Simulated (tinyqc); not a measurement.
Disorder broadening of a semi-elliptic band in the self-consistent Born approximation: one step of the calculation.

The local Green function is G = g0(z - Sigma) with z = E + i eta and g0(z) = (z - sqrt(z - 2t) sqrt(z + 2t))/(2 t^2), principal roots; the self-energy is Sigma = D G. The density of states is -Im G/pi.

Question. Born step. G = g0(z - Sigma), Sigma(out) = D G, Sigma(new) = Sigma + mix (Sigma(out) - Sigma).

Inputs (values chosen for the exercise):

| symbol | value | unit | meaning |
|---|---|---|---|
| t | 1 | eV | hopping |
| D | 0.93 | eV^2 | variance of the random site energy |
| eta | 0.03 | eV | bare broadening |
| E | -1.771 | eV | energy from the band centre |
| mix | 0.5 |  | mixing |

Sigma at the start = 0.0000000+0.0000000i eV

Give: G; Sigma(out); Sigma after iteration 1.

Answer.

G = -0.85698-0.45076i 1/eV
Sigma(out) = -0.79699-0.41920i eV
Sigma after iteration 1 = -0.39850-0.20960i eV

Sigma(out) of this first step, from Sigma = 0, is the plain (first) Born approximation.

Range of the model: The self-consistent Born approximation misses band tails from rare fluctuations and localisation.

Computed by the program tinyqc: `OMP_NUM_THREADS=1 python tinyqc.py 2720126 2720127 out.jsonl`, one thread of a shared Intel Xeon 2.30GHz, about 0.01 s for the whole run.
